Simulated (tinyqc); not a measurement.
Which input was changed? Model: self-heating of a transistor with one or more fingers, with temperature-dependent conductivity. Computed by tinyqc, a small Python program. Command: `OMP_NUM_THREADS=1 python tinyqc.py 3005466 3005467 out.jsonl selfheat which`. One thread of a shared host (Intel(R) Xeon(R) Processor @ 2.30GHz), about 0.2 s of CPU time with the checks.

N long parallel fingers lie on the top face of a slab whose bottom is held at T_0; the top is otherwise insulated, and heat flows in two dimensions. P in W/mm is 1000 P in W/m.

Inputs (values chosen for the exercise, modelled on indium phosphide): conductivity at the base temperature kappa_0 = 72.7 W/(m K); exponent m in kappa ~ T^-m = 1.55; base temperature T_0 = 298 K; power per gate width P = 0.79 W/mm; fingers N = 4; finger pitch s = 9.8 micrometre; width of the heat source w = 0.42 micrometre; substrate thickness t = 270 micrometre; phonon free path Lambda = 83 nm.

Power: fixed power.

Method:
- A line source of power P on the top face raises the top at distance x by (P/(pi kappa_0)) g(x), g(x) = -ln tanh(pi x/(4 t)) (the image sum for the slab). On a strip of width w the centre sees the mean of g over the strip, g_0 = 1 + ln(8 t/(pi w)) for w much below t.
- theta_i = (P/(pi kappa_0)) [g_0 + sum over j != i of g(|i - j| s)], with equal powers and constant conductivity; thermal resistance = largest theta/P.
- Kirchhoff transformation for kappa = kappa_0 (T/T_0)^-m: T = T_0 [1 - (m - 1) theta/T_0]^(-1/(m - 1)), where theta is the linear rise.
- The bracket vanishes at the power P T_0/((m - 1) theta).
- Near a source smaller than the free path, Fourier's law overstates the flow. Rough estimate: a strip that emits phonons into a half space adds a resistance times area of 4 Lambda/(3 kappa_0), from the ballistic flux C v Delta T/4 with kappa_0 = C v Lambda/3, so Delta T_b = 4 Lambda P/(3 kappa_0 w); Knudsen number Lambda/w.

Task: One of these inputs alone was changed, within the range given: exponent m in kappa ~ T^-m (1.03 to 2.2); finger pitch s (4.9 to 19.6); substrate thickness t (135 to 540); phonon free path Lambda (41.5 to 166). Which one, and to what value?

Results:
```
run     true rise (K)  thermal resistance (K mm/W)  ballistic rise Delta T_b (K)
before       75.92274                     80.48347                      2.863256
after        74.26392                     80.48347                      2.863256
```

Result:

Each candidate set to reproduce true rise, and what it then gives:
```
candidate                           range searched  value needed  thermal resistance (K mm/W)  ballistic rise Delta T_b (K)
exponent m in kappa ~ T^-m             1.03 to 2.2         1.380                       80.483                        2.8633
finger pitch s (micrometre)            4.9 to 19.6         10.97                       79.001                        2.8633
substrate thickness t (micrometre)      135 to 540         248.1                       79.001                        2.8633
phonon free path Lambda (nm)           41.5 to 166     no effect                            -                             -
```

Only exponent m in kappa ~ T^-m fits every result: it went from 1.55 to 1.38. The next best candidate, finger pitch s, misses one result by 1.8 %.
